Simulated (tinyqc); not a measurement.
Size effects in the resistivity of thin metal films and interconnect lines: one step, computed by the program tinyqc. Command: `OMP_NUM_THREADS=1 python tinyqc.py 3012513 3012514 out.jsonl size walk`. One thread of a shared host (Intel(R) Xeon(R) Processor @ 2.30GHz), about 0.01 s of CPU time with the checks.

Electrons lose their drift at surfaces (a share 1 - p of the hits) and at grain boundaries (reflection R), besides bulk scattering. The line sits in a trench with a non-conducting liner on both walls and the bottom; the spacing equals the drawn width.

Question. Resistance and delay. Total: rho = rho_b [1 + surface excess + grain excess]; resistance per length rho/(w_m h_m); capacitance per length C = 2 k eps_0 (aspect ratio + 1/2), a parallel-plate estimate for two neighbours plus a fixed term for the planes above and below; delay 0.38 R C L^2; effective resistivity per drawn area.

Inputs (values chosen for the exercise, modelled on aluminium): bulk resistivity rho_b = 2.56 microohm cm; aspect ratio (height over width) = 1.3; line length = 56 micrometre; permittivity of the dielectric k = 2.3.

Geometry: line.

rho/rho_b from surfaces = 1.435448

rho/rho_b from grains = 1.102056

metal width w_m = 34.6 nm

metal height h_m = 46.1 nm

share of the trench filled by metal = 94.67355 %

Constants: eps_0 = 8.8541878128e-12 F/m.

Give: resistivity rho; resistance per length; capacitance per length; RC delay; effective resistivity per drawn area.

Answer.

resistivity rho = 3.9360 microohm cm

resistance per length = 24.676 ohm/micrometre

capacitance per length = 0.073313 fF/micrometre

RC delay = 2.1558 ps

effective resistivity per drawn area = 4.1575 microohm cm

Of the factor 1.62 over bulk, scattering gives 1.54 and the liner 1.06; within scattering, surfaces outweigh grain boundaries (0.10 against 0.44, grains first).
